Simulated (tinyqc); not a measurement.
Biaxial strain: inversion layer as a triangular well, valleys of the Si type.

Six ellipsoidal valleys with their long axes along the cube axes, mass ml along the axis and mt across it. For a valley whose axis makes the angle theta with the surface normal, 1/m_z = cos^2(theta)/ml + sin^2(theta)/mt sets the confinement; in the plane the masses are m_1 = mt and m_2 = ml mt/m_z, and m_d = sqrt(m_1 m_2).

The field is taken as constant, e F = 4 pi (e^2/4 pi eps0)(Nd + eta Ns)/eps, with 1e12/cm^2 = 1e-4/angstrom^2, and the oxide as a hard wall at z = 0; c = hbar^2/2m0.

Level j of a valley lies at E_j = a_j (c (e F)^2/m_z)^(1/3) above the band edge at the surface, with the Airy zeros a_j = 2.338107, 4.087949, 5.520560, 6.786708, 7.944134, 9.022651, 10.040174, 11.008524, 11.936016, 12.828777, and has <z> = 2 E_j/(3 e F).

Subband i holds n_i = g m_d/(2 pi c) kB T ln(1 + exp((EF - E_i)/kB T)) (spin included), and EF is fixed by sum n_i = Ns over the levels listed or, where none are listed, over j = 0 to 9 of each group; 1e12/cm^2 = 1e-4/angstrom^2.

Constants: hbar^2/2m0 = 3.80998211 eV angstrom^2; e^2/(4 pi eps0) = 14.39964547 eV angstrom; kB = 8.617333262e-05 eV/K.

Parameters, chosen for this exercise (near those of Si; shifted at random, so the results belong to these values and not to a real crystal): ml = 0.915 m0 (longitudinal mass); mt = 0.19 m0 (transverse mass); eps = 11.6 (dielectric constant); Nd = 0.1 x 1e12/cm^2 (depletion charge); eta = 0.5 (share of Ns in the effective field); face = 100 (surface); Ns = 1 x 1e12/cm^2 (electron sheet density); T = 300 K (temperature); Xu = 9.1 eV (uniaxial deformation potential); nu2 = 0.76 (2 C12/C11); es = (-0.4, -0.2, 0, 0.2, 0.4, 0.8, 1.2) % (biaxial strain in the plane).

Strain e in the plane raises the four primed valleys against the two unprimed ones by D = Xu (1 + nu2) e; the field is kept. m_c averages 1/mt (unprimed) and (1/mt + 1/ml)/2 (primed) over the electrons.

Results:

| e (%) | D (meV) | 0' - 0 (meV) | unprimed share (%) | m_c (m0) | <z> (angstrom) |
|---|---|---|---|---|---|
| -0.4 | -64.1 | -39.3 | 6.4 | 0.3021 | 50.4 |
| -0.2 | -32.0 | -7.2 | 18.8 | 0.2800 | 48.8 |
| 0.0 | 0.0 | 24.8 | 44.1 | 0.2441 | 45.6 |
| 0.2 | 32.0 | 56.8 | 72.7 | 0.2130 | 42.1 |
| 0.4 | 64.1 | 88.9 | 90.1 | 0.1978 | 40.0 |
| 0.8 | 128.1 | 152.9 | 99.1 | 0.1907 | 39.0 |
| 1.2 | 192.2 | 217.0 | 99.9 | 0.1901 | 38.9 |

Without strain confinement alone splits the ladders by 25 meV and puts 44 % of the electrons into the two valleys that are light in the plane; under the largest tension the share is 99.9 %. m_c is 0.244 m0 without strain and 0.190 m0 there; moving all electrons can gain at most 28 % in 1/m_c. The ladders cross at e = -0.15 %, inside the table.

Program tinyqc; command `OMP_NUM_THREADS=1 python tinyqc.py 1251919 1251920 out.jsonl`; about 0.03 s on one thread of a shared Intel(R) Xeon(R) Processor @ 2.30GHz.
